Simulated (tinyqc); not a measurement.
Hot carriers by balance equations with a heated Maxwellian: one step, computed by the program tinyqc.

The carriers follow a Maxwellian at an electron temperature T_e, slightly displaced; the drift energy is neglected against k_B T_e. The balance averages the rate, not the time, so mu_0 lies below the relaxation-time value.

Question. Drift velocity. Parabolic band: E = hbar^2 k^2/(2 m), speed v = hbar k/m, states per spin, volume and energy g(E) = m k/(2 pi^2 hbar^2). Masses are multiplied by m_0 and all formulas are in SI units. Phonon occupation N_q = 1/(exp(hbar w/(k_B T)) - 1). Acoustic deformation potential (elastic, equipartition, absorption and emission together): 1/tau = 2 pi k_B T D_A^2 g(E)/(hbar rho v_l^2). Optical or intervalley deformation potential: 1/tau = (pi Z_f D_o^2/(rho w)) [N_q g(E + hbar w) + (N_q + 1) g(E - hbar w)], with g = 0 below the band edge. Averages over the Maxwellian, <y> = int y x^(1/2) exp(-x) dx / int x^(1/2) exp(-x) dx with x = E/(k_B T_e), split at x_0 = hbar w/(k_B T_e): 64 Gauss-Legendre points in sqrt(x) below it and 128 in sqrt(x - x_0) above it, up to x = 32. Momentum balance: mu(T_e) = e/(m nu), nu = <x (sum of rates)>/<x>. Power lost per carrier: P(T_e) = hbar w <emission rate - absorption rate> + <(2 m v_l^2/(k_B T)) (E - 2 k_B T) acoustic rate>. v = mu(T_e) F; warm-carrier coefficient (mu/mu_0 - 1)/F^2.

Inputs (values chosen for the exercise, modelled on holes in silicon):
```
quantity                                          value       unit
effective mass m                                  0.487        m_0
density rho                                        2329     kg/m^3
sound velocity v_l                                 8860        m/s
acoustic deformation potential D_A                  5.6         eV
phonon energy hbar w                               64.9        meV
optical or intervalley deformation potential D_o    7.7  1e8 eV/cm
final valleys Z_f                                     1          -
lattice temperature T                               300          K
electric field F                                   0.64      kV/cm
```

Band: parabolic. Solver: damped fixed point.

electron temperature T_e = 301.7606 K

low-field mobility mu_0 = 1015.852 cm^2/(V s)

Constants: k_B = 8.617333262e-05 eV/K; k_B = 1.380649e-23 J/K; e = 1.602176634e-19 C; hbar = 1.054571817e-34 J s; m_0 = 9.1093837015e-31 kg; hbar = 6.582119569e-16 eV s.

Give: mobility mu(T_e); drift velocity; mu/mu_0; (mu/mu_0 - 1)/F^2.

Answer.

mobility mu(T_e) = 1010 cm^2/(V s)

drift velocity = 0.0646 1e7 cm/s

mu/mu_0 = 0.994

(mu/mu_0 - 1)/F^2 = -0.0143 cm^2/kV^2

Caution: the drift energy m v^2/2 is not small against the heating (3/2) k_B (T_e - T), so T_e - T is rough.
